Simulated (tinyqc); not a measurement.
Classical Heisenberg spin chain: exact results, Metropolis, heat-bath and over-relaxation steps, and a Monte Carlo run: one step, computed by the program tinyqc. Command: `OMP_NUM_THREADS=1 python tinyqc.py 3130003 3130004 out.jsonl heismc walk`. One thread of a shared host (Intel(R) Xeon(R) Processor @ 2.30GHz), about 0.3 s of CPU time with the checks.

E = -J sum_i s_i . s_(i+1) for unit vectors s_i on an open chain; K = J/(k_B T).

Question. Four single-spin steps. The given spins are first normalised. Spins 2 and 3 are updated in turn, with h = K (sum of the two neighbours). Heat bath: cos(theta) = 1 + ln(1 - r1 (1 - exp(-2 |h|)))/|h| about n = h/|h|, azimuth 2 pi r2 = phi in the frame a = n x z/|n x z|, b = n x a: s = n cos(theta) + sin(theta)(a cos(phi) + b sin(phi)); r1, r2 are the first two numbers of the row. Steps 2 and 4 are reflections, s -> 2 (s . h) h/|h|^2 - s, which keep the energy and use no random number.

Inputs (values chosen for the exercise, for a model chain of large moments): temperature T = 68.7 K.

Update: heat bath with over-relaxation.

four neighbouring spins (rows; components x, y, z):
```
[[0.1292, -0.9793, -0.1559],
 [0.6986, -0.6876, -0.1977],
 [0.9687, 0.2462, -0.0334],
 [-0.1537, 0.5301, 0.8339]]
```

random numbers, one row a step:
```
[[0.2300, 0.1844, 0.4455],
 [0.0390, 0.7412, 0.4867],
 [0.6360, 0.2163, 0.9300],
 [0.4050, 0.8250, 0.2356]]
```

K = 5.236391

Give: the table «Steps» with the columns |h|, h . s before, h . s after, move, x, y, z.

Answer.

Steps:
```
spin     |h|  h . s before  h . s after        move         x         y         z
2     6.9833        6.8519       6.7220   heat bath   0.70279  -0.59985  -0.38244
3     3.7402        2.6162       2.6162  reflection   0.10682  -0.38282   0.91763
2     8.2650        3.6216       7.2544   heat bath   0.07063  -0.99741   0.01330
3     5.0850        4.9611       4.9611  reflection  -0.27375  -0.55619   0.78467
```
